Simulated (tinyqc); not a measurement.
Inside a calculation. Method: UHF in the sto-3g basis, for BeH+, spin multiplicity 1. One step of it, computed by the program tinyqc.

Problem. Iteration 2: DIIS coefficients. Solve [B -1; -1 0][c; lambda] = [0; -1] for the coefficients, which sum to one.

B (overlaps of the stored error matrices):
```
                1               2
1   1.1870350e-01  -6.9773594e-05
2  -6.9773594e-05   3.4404431e-02
```

Give: DIIS coefficients.

Solution.

DIIS coefficients: 0.225  0.775
